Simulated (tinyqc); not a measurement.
# Silicon n-p-n transistor, Gummel numbers and transit times: effects of single changes

One-dimensional n-p-n transistor in the forward active mode at low injection. In the base p(x) = NB exp(-eta x/wb) and ni(x)^2 = ni^2 exp((g0 + g1 x/wb)/Vt); electrons leave the base at vsat; band spikes at the emitter junction and recombination inside the emitter are ignored.

Values chosen for this exercise; band and dielectric values close to those of silicon:
```
symbol,value,unit,meaning
T,400,K,temperature
Eg,1.1,eV,band gap
eps_r,11.9,,relative permittivity
Nc,4.28e19,cm^-3,conduction-band density of states at T
Nv,4.08e19,cm^-3,valence-band density of states at T
vsat,9.89e6,cm/s,saturation velocity
wb,72,nm,neutral base width
NB,1.8e18,cm^-3,base doping at the emitter edge
eta,0,,doping falls as exp(-eta x/wb)
g0,0,eV,gap reduction at the emitter edge of the base
g1,0,eV,further gap reduction across the base (linear)
Dn,12,cm^2/s,electron diffusion coefficient in the base
NE,1.8e20,cm^-3,emitter doping
gE,0.125,eV,gap reduction in the emitter (negative: wider gap)
we,79,nm,neutral emitter width
Dp,1.6,cm^2/s,hole diffusion coefficient in the emitter
Se,1e5,cm/s,recombination velocity at the emitter contact
tb,1e-7,s,electron lifetime in the base
NC,6.5e15,cm^-3,collector doping
VCB,1,V,collector-base reverse bias
Cj,4.8,fF/um^2,emitter junction capacitance
Rc,17,ohm um^2,emitter plus collector resistance
mp,120,cm^2/(V s),hole mobility in the base
```

Constants: q = 1.602176634e-19 C, kB = 1.380649e-23 J/K, Vt = kB T/q, eps0 = 8.8541878128e-14 F/cm where lengths are in cm. Results are converted to the units shown.

Each table varies one quantity; the others keep the values above.

## Cut-off frequency against collector current

f(x) = p(x) ni^2/ni(x)^2; I(x) = integral from x to wb of f/Dn, plus f(wb)/vsat; base Gummel number GB = I(0); electron density per unit flux n/(J/q) = I/f; base transit time tauB = integral of I/f over the base. ni = sqrt(Nc Nv) exp(-Eg/(2 Vt)), Eg in volts; JC = J0 exp(VBE/Vt), J0 = q ni^2/GB; collector layer one-sided, Wc = sqrt(2 eps0 eps_r (Vbc + VCB)/(q NC)), Vbc = Vt ln(NB exp(-eta) NC/ni^2), Cjc = eps0 eps_r/Wc, tauC = Wc/(2 vsat). Delay 1/(2 pi fT) = tauE + tauB + tauC + tauR with tauE = Vt (Cj + Cjc)/JC and tauR = Rc Cjc. Charge stored in the emitter is left out. The Kirk effect, also left out, sets in near JC = q NC vsat. n(0) = (JC/q) I(0)/f(0).

The same in every row: tauB (ps) = 2.888; tauC (ps) = 2.956; tauR (ps) = 0.003064.

Result of one run:
```
JC (mA/um^2),VBE (V),tauE (ps),fT (GHz),JC/(q NC vsat),n(0)/NB
0.072,0.7438,2.384,19.34,0.6991,0.01750
```

What becomes of these results when the collector current density JC is changed from 0.072 to 0.034 mA/um^2, all else the same?

Result of the changed run:
```
JC (mA/um^2),VBE (V),tauE (ps),fT (GHz),JC/(q NC vsat),n(0)/NB
0.034,0.7179,5.049,14.61,0.3301,0.008266
```

The whole series:
```
JC (mA/um^2),VBE (V),tauE (ps),fT (GHz),JC/(q NC vsat),n(0)/NB
0.00034,0.5592,504.9,0.3116,0.003301,8.266e-5
0.00074,0.5860,232.0,0.6692,0.007185,1.799e-4
0.0016,0.6125,107.3,1.407,0.01553,3.890e-4
0.0034,0.6385,50.49,2.825,0.03301,8.266e-4
0.0073,0.6649,23.52,5.420,0.07088,0.001775
0.016,0.6919,10.73,9.602,0.1553,0.003890
0.034,0.7179,5.049,14.61,0.3301,0.008266
0.072,0.7438,2.384,19.34,0.6991,0.01750
0.15,0.7691,1.144,22.76,1.456,0.03647
```

fT rises from 0.312 to 22.8 GHz as the charging time falls as 1/JC; its limit for vanishing tauE is 27.2 GHz, of which the largest delay is tauC (50.6 %). tauE equals the other delays together at JC = 0.0294 mA/um^2. For JC = 0.072, 0.15 JC nears or passes q NC vsat, where base push-out would lower fT.

## Effect of the collector doping

ni = sqrt(Nc Nv) exp(-Eg/(2 Vt)), Eg in volts; GE = NE exp(-gE/Vt)(we/Dp + 1/Se); JC = J0 exp(VBE/Vt), J0 = q ni^2/GB; gain limited by back injection GE/GB, by base recombination tb/tauB, together 1/beta = the sum of the inverses; collector layer one-sided, Wc = sqrt(2 eps0 eps_r (Vbc + VCB)/(q NC)), Vbc = Vt ln(p(wb) NC/ni^2), Cjc = eps0 eps_r/Wc; Early voltage VA = GB q p(wb)/(f(wb) Cjc [1/Dn - (eta + g1/Vt)/(wb vsat)]), f(wb) = p(wb) exp(-(g0 + g1)/Vt), p(wb) = NB exp(-eta); tauC = Wc/(2 vsat). Peak fT here means 1/(2 pi (tauB + tauC + Rc Cjc)); base sheet resistance 1/(q mp times the integral of p).

The same in every row: GB (s/cm^4) = 1.262e12; GE/GB = 56.70; tb/tauB = 3.463e4; beta = 56.60; tauB (ps) = 2.888; base sheet resistance (kohm) = 4.013.

Effect of the collector doping:
```
NC (cm^-3),VA (V),tauC (ps),peak fT (GHz)
2e15,239.8,5.264,19.52
4.6e15,159.5,3.501,24.90
1.1e16,104.1,2.284,30.75
2.5e16,69.59,1.528,35.99
5.8e16,46.07,1.011,40.72
1.3e17,31.01,0.6809,44.43
3.1e17,20.25,0.4446,47.47
7.2e17,13.39,0.2940,49.54
```

What does the table show?

As NC goes from 2e15 to 7.2e17, beta stays at 56.6, VA falls from 240 to 13.4 V, the peak fT rises from 19.5 to 49.5 GHz and the base sheet resistance stays at 4.01 kohm. The product beta VA changes by a factor of 0.0559. Back injection limits the gain in every row. For NC = 3.1e17, 7.2e17 the collector doping exceeds a tenth of the base doping at that edge, so the one-sided formulas are rough.

Range of the model: Heavy doping makes emitter or base degenerate; gE and g0 are to be read as apparent gap changes that include this.

Numbers from tinyqc (`OMP_NUM_THREADS=1 python tinyqc.py 2320025 2320026 out.jsonl`; about 0.01 s on one thread of a shared Intel Xeon 2.30GHz).
